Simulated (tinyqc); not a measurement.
What moves the results: Fermi-Dirac statistics of conduction electrons. A value that a table varies takes the place of the one given here.

Non-parabolic band E (1 + alpha E) = c k^2/m: n = Nc (2/sqrt(pi)) integral_0^infinity sqrt(x (1 + a x)) (1 + 2 a x) dx/(1 + exp(x - eta)) with a = alpha kT and eta = (EF - Ec)/kT; a = 0 gives n = Nc F_1/2(eta).

Constants: hbar^2/2m0 = 3.80998211 eV angstrom^2; kB = 8.617333262e-05 eV/K.

Parameters, chosen for this exercise (near those of Si, lowest valleys alone; the results hold for these values, not for the real material): m = 1.0557 m0 (density-of-states mass of the conduction band); T = 300 K; alpha = 0.51 1/eV (non-parabolicity); m1 = 0.189 m0 (mass of one isotropic band with spin); L = 30 angstrom (confinement length used to compare densities); n = 1.7e+18 1/cm^3 (electron density).

## Parabolic against non-parabolic filling

N = 2 (m kB T/(4 pi c))^(3/2) with c = hbar^2/2m0, in 1/angstrom^3; times 1e24 for 1/cm^3. k_F = (3 pi^2 n)^(1/3) and the energy E0 that solves E (1 + alpha E) = c k_F^2/m give the limit of zero temperature.

EF - Ec (meV):

| n (1/cm^3) | parabolic | non-parabolic | non-parabolic, 0 K |
|---|---|---|---|
| 3.0e+18 | -56.0 | -57.3 | 7.2 |
| 1.0e+19 | -22.5 | -24.1 | 15.9 |
| 4.0e+19 | 23.1 | 20.8 | 39.6 |
| 1.0e+20 | 65.7 | 61.5 | 71.8 |
| 4.0e+20 | 184.5 | 167.9 | 172.4 |
| 1.0e+21 | 343.8 | 296.7 | 299.6 |

Non-parabolicity lowers EF by 1.3 meV at the lowest density and by 47.1 meV at the highest, where alpha (EF - Ec) = 0.15. Temperature lowers EF below its 0 K value by 64.5 meV at the lowest density and by 3.0 meV at the highest. EF enters the band between 1e+19 and 4e+19 1/cm^3.

## Dimension (statistics of electrons in three, two and one dimensions)

One band edge at E = 0, lambda = sqrt(4 pi c/(m1 kT)) with c = hbar^2/2m0. Densities with spin: n3 = (2/lambda^3) F_1/2(eta), n2 = (2/lambda^2) F_0(eta) with F_0 = ln(1 + exp(eta)), n1 = (2/lambda) F_-1/2(eta). F_j(eta) = (1/Gamma(j + 1)) integral_0^infinity x^j dx/(1 + exp(x - eta)), which tends to exp(eta) for eta << 0.

The last two columns turn the sheet and line densities into volume densities, n2/L and n1/L^2, over n3.

Densities:

| eta | n3 (1/cm^3) | n2 (1/cm^2) | n1 (1/cm) | (n2/L)/n3 | (n1/L^2)/n3 |
|---|---|---|---|---|---|
| -4 | 3.75e+16 | 3.70e+10 | 3.65e+04 | 3.29 | 10.8 |
| -2 | 2.67e+17 | 2.59e+11 | 2.50e+05 | 3.24 | 10.4 |
| -1 | 6.76e+17 | 6.39e+11 | 5.94e+05 | 3.15 | 9.77 |
| 0 | 1.58e+18 | 1.41e+12 | 1.22e+06 | 2.99 | 8.61 |
| 1 | 3.25e+18 | 2.68e+12 | 2.08e+06 | 2.75 | 7.10 |
| 2 | 5.82e+18 | 4.34e+12 | 2.96e+06 | 2.49 | 5.65 |
| 4 | 1.34e+19 | 8.20e+12 | 4.42e+06 | 2.04 | 3.65 |
| 8 | 3.58e+19 | 1.63e+13 | 6.40e+06 | 1.52 | 1.99 |

lambda = 99.0 angstrom

Far below the edge all three follow exp(eta), and the ratios tend to lambda/L = 3.300 and its square. From eta = 4 to 8 the densities grow by 2.67, 1.99 and 1.45, near the powers 2^(3/2), 2 and 2^(1/2) that the densities of states E^(1/2), E^0 and E^(-1/2) give. One subband serves while EF stays several kT below the second, 25.7 kT up for hard walls; rows with a larger eta, if any, overfill it.

## What moves the Fermi level

N = 2 (m kB T/(4 pi c))^(3/2) with c = hbar^2/2m0, in 1/angstrom^3; times 1e24 for 1/cm^3. Each row changes one parameter from the base and keeps the others.

Results:

| case | parabolic EF - Ec (meV) | non-parabolic EF - Ec (meV) |
|---|---|---|
| base | -71.13 | -72.43 |
| m = 0.9501 m0 | -66.94 | -68.25 |
| T = 350 K | -90.09 | -91.85 |
| n = 8.5e+17 1/cm^3 | -89.33 | -90.61 |
| alpha = 0.765 1/eV | -71.13 | -73.06 |

The largest shifts from the base row, up to three for each result and ties (the steps differ in size, so this ranks the rows, not the parameters). parabolic EF - Ec (meV): T -18.97, n -18.20, m +4.18; unchanged at the printed digits by alpha. non-parabolic EF - Ec (meV): T -19.42, n -18.18, m +4.18.

tinyqc: `OMP_NUM_THREADS=1 python tinyqc.py 1682511 1682512 out.jsonl`; about 0.01 s, one thread, shared Intel(R) Xeon(R) Processor @ 2.30GHz.
